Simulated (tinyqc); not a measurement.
## Reverse leakage of an n+-p junction: diffusion, generation, trap-assisted and band-to-band tunnelling: leakage components against the temperature

One-sided abrupt junction in the depletion approximation, x from the junction (0) to W on the p side, field F = F0 (1 - x/W). Flat quasi-Fermi levels, long p side. Traps generate through SRH with both lifetimes shortened by 1 + Gamma (Hurkx enhancement, form for moderate fields); band-to-band generation is local and needs a total bending above Eg.

Nc and Nv are given at 300 K and scale as (T/300 K)^1.5; all else is held fixed. ni = sqrt(Nc Nv) exp(-Eg/(2 Vt)), Eg in volts; Vbi = Vt ln(Na Nd/ni^2); W = sqrt(2 eps0 eps_r (Vbi + VR)/(q Na)); F0 = 2 (Vbi + VR)/W; FG = sqrt(24 mt m0 (kB T)^3)/(q hbar); J_diff = q ni^2 sqrt(Dn/tau)(1 - exp(-VR/Vt))/Na. u = (Vbi + VR)(1 - x/W)^2, p = Na exp(-u/Vt), n = Nd exp((u - Vbi - VR)/Vt); G0 = ni^2 (1 - exp(-VR/Vt))/(tau (n + p + 2 ni cosh(Et/Vt))); Gamma = 2 sqrt(3 pi)(F/FG) exp((F/FG)^2); trap-assisted part G0 Gamma; G_bb = Ab F^2.5 exp(-Bb/F) with F in V/cm, zero unless Vbi + VR > Eg. Currents are q times the integrals over 0 to W; J_bb under 1e-8 of J is printed as 0; rows with F0/FG above 2.2, beyond the range of this Gamma, are left out.

Values chosen for this exercise; band and dielectric values close to those of In0.53Ga0.47As: band gap Eg = 0.753 eV; relative permittivity eps_r = 14; conduction-band density of states at the reference temperature Nc = 2.13e17 cm^-3; valence-band density of states at the reference temperature Nv = 7.64e18 cm^-3; acceptor density of the lighter side Na = 3.4e16 cm^-3; donor density of the heavier side Nd = 1e19 cm^-3; SRH lifetime of both carriers at zero field tau = 3e-9 s; trap level above the intrinsic level Et = 0 eV; tunnelling mass mt = 0.046 m0; electron diffusion coefficient on the lighter side Dn = 3.9 cm^2/s; band-to-band prefactor Ab = 2.5e16 cm^-0.5 V^-2.5 s^-1; band-to-band field constant Bb = 6.47e6 V/cm; reverse bias VR = 1 V.

Constants: q = 1.602176634e-19 C, kB = 1.380649e-23 J/K, hbar = 1.054571817e-34 J s, m0 = 9.1093837015e-31 kg, Vt = kB T/q, eps0 = 8.8541878128e-14 F/cm where lengths are in cm. Results are converted to the units shown.

The same in every row: J_bb (A/cm^2) = 0.

Leakage components against the temperature:

| T (K) | F0 (kV/cm) | F0/FG | J_diff (A/cm^2) | J_SRH (A/cm^2) | J_TAT (A/cm^2) | J (A/cm^2) | largest part |
|---|---|---|---|---|---|---|---|
| 220 | 124 | 1.24 | 6.13e-13 | 6.53e-7 | 6.90e-6 | 7.55e-6 | trap-assisted tunnelling |
| 250 | 123 | 1.02 | 1.06e-10 | 8.70e-6 | 5.80e-5 | 6.67e-5 | trap-assisted tunnelling |
| 280 | 123 | 0.862 | 6.29e-9 | 6.81e-5 | 3.24e-4 | 3.92e-4 | trap-assisted tunnelling |
| 310 | 123 | 0.737 | 1.75e-7 | 3.65e-4 | 0.00134 | 0.00170 | trap-assisted tunnelling |
| 340 | 122 | 0.640 | 2.77e-6 | 0.00148 | 0.00435 | 0.00584 | trap-assisted tunnelling |
| 370 | 122 | 0.561 | 2.87e-5 | 0.00484 | 0.0118 | 0.0167 | trap-assisted tunnelling |
| 400 | 121 | 0.497 | 2.13e-4 | 0.0135 | 0.0279 | 0.0416 | trap-assisted tunnelling |
| 430 | 121 | 0.444 | 0.00122 | 0.0328 | 0.0586 | 0.0926 | trap-assisted tunnelling |

What does the table show?

J rises from 7.55e-6 to 0.0926 A/cm^2. Trap-assisted tunnelling leads at T = 220 and in all other rows. Activation energies over the table: 0.831 eV for diffusion (Eg = 0.753 eV, raised by the T^3 of ni^2), 0.420 eV for SRH generation (Eg/2 + |Et| = 0.377 eV), 0.351 eV for the trap-assisted part, lower since Gamma grows on cooling; the total shows 0.344 eV at the cold end and 0.396 eV at the hot end.

Range of the model: The n+ side is degenerate, so Vbi from Boltzmann statistics is only a guide.

Numbers from tinyqc (`OMP_NUM_THREADS=1 python tinyqc.py 2290011 2290012 out.jsonl`; about 0.01 s on one thread of a shared Intel Xeon 2.30GHz).
